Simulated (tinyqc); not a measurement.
Tight binding, dimerised chain, step by step. Computed by tinyqc, a small Python program that keeps every step. Settings: t1 = 2.44, t2 = 0.68, delta = 0, points = 8, cells = 3. Command: `OMP_NUM_THREADS=1 python tinyqc.py 28224 28225 out.jsonl` (the two numbers bound the seeds that draw the settings). One thread of a shared host (Intel(R) Xeon(R) Processor @ 2.60GHz), about 0.01 s of CPU time with the checks.

## Bloch Hamiltonian at k

Parameters chosen for this model:

| parameter | value | unit |
|---|---|---|
| t1 | 2.440000 | eV, inside the cell |
| t2 | 0.680000 | eV, between cells |
| delta | 0 | eV, +/- on the two sites |

k point k (2 pi / a): 0.4300

H_AA = +delta, H_BB = -delta, H_AB = -t1 - t2 exp(-i k a).

H(k) at k (eV):
```
                 A                B
A           0.0000  -1.8247+0.2895i
B  -1.8247-0.2895i           0.0000
```

## Levels at k

Diagonalise the Hermitian matrix.

eigenvalues (eV): -1.8475  1.8475

weights |c|^2 of the basis functions:
```
   band 1  band 2
A  0.5000  0.5000
B  0.5000  0.5000
```

## Bloch Hamiltonian at X

k point X (2 pi / a): 0.5000

As before.

H(k) at X (eV):
```
         A        B
A   0.0000  -1.7600
B  -1.7600   0.0000
```

## Levels at X

As before.

eigenvalues (eV): -1.7600  1.7600

weights |c|^2 of the basis functions:
```
   band 1  band 2
A  0.5000  0.5000
B  0.5000  0.5000
```

## Bands along a path

The same steps at evenly spaced points between the labelled ones.

Bands along the path (eV):

| k | band 1 | band 2 |
|---|---|---|
| G | -3.1200 | 3.1200 |
| G-X 0.25 | -2.9601 | 2.9601 |
| G-X 0.50 | -2.5330 | 2.5330 |
| G-X 0.75 | -2.0173 | 2.0173 |
| X | -1.7600 | 1.7600 |

With 1 band(s) filled, the highest filled level on these points lies at X and the lowest empty one at X: a gap of 3.5200 eV, direct.

## Berry (Zak) phase of the lower band

On 8 points k_j = j/N: phase = -Im ln of the product of <u_j|u_(j+1)>, closed with u_N = u_0 (the cell-periodic part is taken without the site positions). Single arguments depend on the phases chosen for the u_j; only their sum modulo 2 pi does not.

Overlaps:

| j | \|<u_j\|u_j+1>\| | argument (rad) |
|---|---|---|
| 0 | 0.9967 | -0.0816 |
| 1 | 0.9985 | 0.2175 |
| 2 | 0.9999 | -0.0156 |
| 3 | 0.9928 | -0.1203 |
| 4 | 0.9928 | -0.1203 |
| 5 | 0.9999 | -0.0156 |
| 6 | 0.9985 | 0.2175 |
| 7 | 0.9967 | -0.0816 |

phase / pi, folded into (-1, 1] = 0.0000

## Open chain of 3 cells

H of the open chain (eV), lower triangle:
```
         1        2        3        4        5       6
1   0.0000
2  -2.4400   0.0000
3   0.0000  -0.6800   0.0000
4   0.0000   0.0000  -2.4400   0.0000
5   0.0000   0.0000   0.0000  -0.6800   0.0000
6   0.0000   0.0000   0.0000   0.0000  -2.4400  0.0000
```

The same hoppings without the wrap-around bond.

levels (eV): -2.9428  -2.4874  -1.9846  1.9846  2.4874  2.9428

weights of the highest filled level on the sites: 0.1594  0.1055  0.2351  0.2351  0.1055  0.1594

The bulk gap runs from -1.7600 to 1.7600 eV; no level of this chain lies inside it.
